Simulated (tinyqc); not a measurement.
Comparisons within one model: six-band hole subbands of a thin body in a field. A value that a table varies takes the place of the one given here.

Basis X, Y, Z times spin, hole energies counted downwards from the unstrained edge (the hydrostatic shift is left out), c = hbar^2/2m0. For a symmetric tensor T let C(T) have C_XX = L Txx + M (Tyy + Tzz), C_XY = N Txy (cyclic), L = c (g1 + 4 g2), M = c (g1 - 2 g2), N = 6 c g3. k = q + kz n, n the unit normal, q = k1 u + k2 v with u along the channel [1-10] and v = n x u. H = C(k k^T) + (Dso/3)(1 - L.sigma) - B + e F z with (L_k)_ij = -i epsilon_kij; B is the block C built from the traceless strain with 2b, -b and sqrt(3) d in place of L, M, N. Strain: exx = eyy = (s11 + s12) sx/2, ezz = s12 sx, exy = -s44 sx/4. Hard walls at z = 0 and t; basis sin(j pi z/t), j = 1 to Nz: kz^2 = (j pi/t)^2, kz = -i D with D_jl = 4 j l/(t (j^2 - l^2)), z_jj = t/2 and z_jl = -8 t j l/(pi (j^2 - l^2))^2 for j + l odd; 1 MV/cm = 0.01 eV/angstrom.

Nz = 14. E1 is the top subband at q = 0, gap the distance to the next pair, and the masses are c q^2/(E(q) - E1) at |q| = 0.02 1/angstrom (mean of the spin pair) along the channel [1-10] and across it in the plane; a dash marks a band that does not rise.

Constants: hbar^2/2m0 = 3.80998211 eV angstrom^2.

Values chosen for the exercise (near those of a p-type Si channel; shifted at random, so the results belong to these values and not to a real crystal):
```
symbol  value                unit      meaning
g1      4.3                            Luttinger gamma1
g2      0.34                           gamma2
g3      1.44                           gamma3
Dso     0.044                eV        spin-orbit splitting
b       -2.1                 eV        tetragonal potential
d       -4.77                eV        trigonal potential
S       (7.61, -2.1, 12.78)  1/TPa     compliances s11, s12, s44
face    110                            surface
t       80                   angstrom  body thickness
F       0.5                  MV/cm     field across the body
sx      -0.5                 GPa       stress along the channel [1-10], negative in compression
```

## Stress along the channel

Each row has its own sx.

Results:
```
sx (GPa)  E1 (meV)  gap (meV)  m channel  m across
-3.0         -23.0       54.7      0.114     0.276
-2.0          13.4       54.7      0.114     0.277
-1.0          49.7       54.6      0.115     0.277
-0.5          67.8       54.4      0.115     0.277
0.0           85.8       54.0      0.116     0.277
0.5          103.6       51.4      0.117     0.278
1.0          120.7       34.2      0.122     0.280
```

Under 2 GPa of compression the channel mass goes from 0.116 to 0.114 m0, the mass across at 0.277; the gap to the next subband is 55, 54 and 34 meV at -2, 0 and +1 GPa. The lightest channel mass of the table, 0.114 m0, is at -3.0 and -2.0 GPa. Compression changes the channel mass little here, since confinement on this face has already singled out the orbital that the stress favours.

## Surface orientation and number of bands

Three faces, six bands; and four bands, with Dso set to 1000 eV.

Results:
```
case           E1 (meV)  gap (meV)  m channel  m across
(001) 6 bands     152.8       29.8      0.197     1.188
(001) 4 bands     157.0       32.4      0.231     0.487
(110) 6 bands      67.8       54.4      0.115     0.277
(110) 4 bands     122.2       86.9      0.149     0.311
(111) 6 bands     109.8       38.2      0.166     0.590
(111) 4 bands     115.1       88.1      0.182     0.201
```

With six bands the top subband is shallowest on (110) (67.8 meV) and deepest on (001). Without the stress E1 would be 164.0, 85.8 and 120.0 meV, so the stress moves it by -11.2, -18.0 and -10.3 meV. The lightest channel mass is on (110) (0.115 m0). Dropping the split-off band moves E1 by 4.2, 54.5 and 5.3 meV and the gap by 2.5, 32.5 and 49.8 meV on the three faces, with Dso = 44 meV.

## What each parameter does

Six bands. Each row changes one parameter from the base and keeps the others.

Results:
```
case             E1 (meV)  gap (meV)  m channel (m0)  m across (m0)
base                 67.8       54.4           0.115          0.277
t = 70 angstrom      67.8       54.4           0.115          0.277
F = 0.8 MV/cm        95.0       74.6           0.115          0.277
sx = -1 GPa          49.7       54.6           0.115          0.277
g3 = 1.34            85.2       67.7           0.119          0.277
g2 = 0.39            71.3       57.1           0.115          0.285
Dso = 0.066 eV       73.2       54.3           0.116          0.278
d = -3.82 eV         70.4       54.4           0.115          0.277
```

The largest shifts from the base row, up to three for each result and ties (the steps differ in size, so this ranks the rows, not the parameters). E1 (meV): F +27.3, sx -18.1, g3 +17.4; unchanged at the printed digits by t. gap (meV): F +20.1, g3 +13.3, g2 +2.7; unchanged at the printed digits by t and d. m channel (m0): g3 +0.004, Dso +0.001; unchanged at the printed digits by t, F, sx, g2 and d. m across (m0): g2 +0.008, Dso +0.001; unchanged at the printed digits by t, F, sx, g3 and d.

Program tinyqc; command `OMP_NUM_THREADS=1 python tinyqc.py 1281636 1281637 out.jsonl`; about 0.4 s on one thread of a shared Intel(R) Xeon(R) Processor @ 2.30GHz.
